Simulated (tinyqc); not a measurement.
Plane-wave Kohn-Sham cycle with exchange-only LDA in a layered model solid, step by step. One step of it, computed by the program tinyqc.

Task: Iteration 1: potential. V_H(G) = 4 pi rho(G)/G^2 for G != 0 (uniform background); v_x = -(3 rho/pi)^(1/3); V = V_ext + V_H + v_x; Fourier components f(G_m) = (1/N) sum_j f(x_j) exp(-i G_m x_j).

A solid whose potential varies along x alone (atomic units):

| parameter | value |
|---|---|
| period a | 8.000000 |
| cross-section of the cell | 17.000000 |
| electrons per cell | 2 |
| grid points | 16 |
| plane waves -n..n, n | 3 |
| k points | 1 |
| V1 in V1 cos(2 pi x/a) | -0.140000 |

density at the start, on the grid x_j = j a/N (e/bohr^3): 0.01470588  0.01470588  0.01470588  0.01470588  0.01470588  0.01470588  0.01470588  0.01470588  0.01470588  0.01470588  0.01470588  0.01470588  0.01470588  0.01470588  0.01470588  0.01470588

Give: Potentials on the grid; V(G_m), m = 0, 1, 2, ....

Result:

Potentials on the grid (hartree):

| x | V_ext | V_H | v_x | V |
|---|---|---|---|---|
| 0.0000 | -0.1400 | 0.0000 | -0.2413 | -0.3813 |
| 0.5000 | -0.1293 | 0.0000 | -0.2413 | -0.3706 |
| 1.0000 | -0.0990 | 0.0000 | -0.2413 | -0.3403 |
| 1.5000 | -0.0536 | 0.0000 | -0.2413 | -0.2948 |
| 2.0000 | 0 | 0.0000 | -0.2413 | -0.2413 |
| 2.5000 | 0.0536 | 0.0000 | -0.2413 | -0.1877 |
| 3.0000 | 0.0990 | 0.0000 | -0.2413 | -0.1423 |
| 3.5000 | 0.1293 | 0.0000 | -0.2413 | -0.1119 |
| 4.0000 | 0.1400 | 0.0000 | -0.2413 | -0.1013 |
| 4.5000 | 0.1293 | 0.0000 | -0.2413 | -0.1119 |
| 5.0000 | 0.0990 | 0.0000 | -0.2413 | -0.1423 |
| 5.5000 | 0.0536 | 0.0000 | -0.2413 | -0.1877 |
| 6.0000 | 0 | 0.0000 | -0.2413 | -0.2413 |
| 6.5000 | -0.0536 | 0.0000 | -0.2413 | -0.2948 |
| 7.0000 | -0.0990 | 0.0000 | -0.2413 | -0.3403 |
| 7.5000 | -0.1293 | 0.0000 | -0.2413 | -0.3706 |

V(G_m), m = 0, 1, 2, ... (hartree): -0.2413  -0.0700  0.0000  0.0000  0.0000  0.0000  0.0000
